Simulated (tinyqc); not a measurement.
Four-point probe, van der Pauw, Hall and spreading-resistance readings of a semiconductor layer: one step, computed by the program tinyqc.

The layer is uniform and ohmic; contacts are points unless a radius is given.

Question. Resistivity and sheet resistance. rho = 1/(e n mu); R_s = rho/t.

Inputs (values chosen for the exercise, modelled on n-type silicon): carrier density n = 2.1e+15 1/cm^3; drift mobility mu = 1420 cm^2/(V s); layer thickness t = 120 micrometre.

Backing of the layer: insulating.

Constants: e = 1.602176634e-19 C.

Give: resistivity rho; sheet resistance R_s.

Answer.

resistivity rho = 2.0931 ohm cm

sheet resistance R_s = 174.42 ohm/square
